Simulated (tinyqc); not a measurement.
Permeation of metal atoms or ions through a thin barrier or dielectric: time lag, field-aided drift and lifetime. Changing the critical dose Q_c. Computed by tinyqc, a small Python program. Command: `OMP_NUM_THREADS=1 python tinyqc.py 3005330 3005331 out.jsonl barrier sweep`. One thread of a shared host (Intel(R) Xeon(R) Processor @ 2.30GHz), about 0.02 s of CPU time with the checks.

The film 0 < x < d is empty at first; C = C0 at x = 0 and C = 0 at x = d. dC/dt = D d2C/dx2 - v dC/dx with drift v = D z e V/(k_B T d) (uniform field, no space charge).

Inputs (values chosen for the exercise, for a model case: singly charged ions through a dielectric):
```
quantity,value,unit
thickness d,61,nm
prefactor D0,0.00064,cm^2/s
activation energy E,1.18,eV
concentration at the source side C0,1.8e+14,1/cm^3
charge number z,1,-
voltage V (positive drives ions across),0.21,V
test temperature T,225,C
use temperature T_u,85,C
```

Constants: k_B = 8.617333262e-05 eV/K.

Method:
- D = D0 exp(-E/(k_B T)); time scale d^2/D; Peclet number P = z V/(k_B T), k_B T in eV; 1 nm = 1e-7 cm.
- Temperatures in kelvin are T(C) + 273.15.
- Steady flux J = (D C0/d) P/(1 - exp(-P)); time lag in units of d^2/D: s_L = [P (1 + exp(-P))/(1 - exp(-P)) - 2]/P^2 (P = 0: J = D C0/d, s_L = 1/6).
- Dose through the film Q(s) = C0 d {f (s - s_L) - 2 exp(P/2) sum_(n=1..200) (-1)^n n^2 pi^2 exp(-l_n s)/l_n^2}, l_n = n^2 pi^2 + P^2/4, f = P/(1 - exp(-P)) the relative flux.
- Solve Q = Q_c for s. At the use temperature D and P take T_u, with the same C0 and V; 1 year = 3.15576e7 s.

One run for each value:
```
critical dose Q_c (1/cm^2),failure time at T (s),s at the critical dose,failure time at T_u (years)
4.00e+04,1.4693e+03,0.0291,1.99
4.00e+06,2.6869e+03,0.0533,3.49
4.00e+07,4.3437e+03,0.0862,5.43
4.00e+08,9.5082e+03,0.1886,11.12
4.00e+09,4.3506e+04,0.8630,47.36
4.00e+10,3.7883e+05,7.5149,404.15
```

Give the missing row, critical dose Q_c (1/cm^2) = 4.00e+05.

Computed row:
```
critical dose Q_c (1/cm^2)  failure time at T (s)  s at the critical dose  failure time at T_u (years)
4.00e+05                               1.9106e+03                  0.0379                         2.55
```

Interpolating between the two neighbouring rows (the first column on a logarithmic scale, the others too where they are positive) misses most in s at the critical dose, by 4.0 %. Over the rows, failure time at T (s) rises from 1470 to 379000 (exponent d ln y / d ln x 0.11 between the first rows and 0.94 between the last); s at the critical dose rises from 0.0291 to 7.51 (exponent d ln y / d ln x 0.11 between the first rows and 0.94 between the last); failure time at T_u (years) rises from 1.99 to 404 (exponent d ln y / d ln x 0.11 between the first rows and 0.93 between the last).

Caution (all rows): grain boundaries, pinholes, trapping and space charge are left out; thin real barriers usually fail at defects.
